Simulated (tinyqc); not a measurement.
Elastic strain and critical thickness of a cubic alloy layer A(1-x)B(x) on a thick substrate: one step, computed by the program tinyqc. Command: `OMP_NUM_THREADS=1 python tinyqc.py 3017726 3017727 out.jsonl misfit walk`. One thread of a shared host (Intel(R) Xeon(R) Processor @ 2.30GHz), about 0.01 s of CPU time with the checks.

Strain is positive in tension. The layer is coherent with the substrate unless said otherwise.

Task: Isotropic constants and the prefactor A. Voigt averages: G = (C11 - C12 + 3 C44)/5, B = (C11 + 2 C12)/3, nu = (3 B - 2 G)/(2 (3 B + G)); b = a/sqrt(2). The 60-degree dislocation has cos alpha = 1/2, and cos lambda = sqrt(3)/6 on (111), for glide on an inclined {111} plane. Matthews-Blakeslee: h_c = A [ln(h_c/b) + 1], A = b (1 - nu cos^2 alpha)/(4 pi |f| (1 + nu) cos lambda), the factor 4 pi being that of a buried layer, with a dislocation at both interfaces.

Growth plane: (111). Layer: buried under a thick cap. Misfit dislocation: 60-degree.

elastic constants (GPa): C11 149.8530, C12 56.4030, C44 73.1194

free lattice constant a = 5.53769 angstrom

misfit f = 0.02172567

Give: shear modulus G; Poisson ratio nu; Burgers vector b; prefactor A.

Result:

shear modulus G = 62.56164 GPa

Poisson ratio nu = 0.2114

Burgers vector b = 0.3916 nm

prefactor A = 3.884 nm
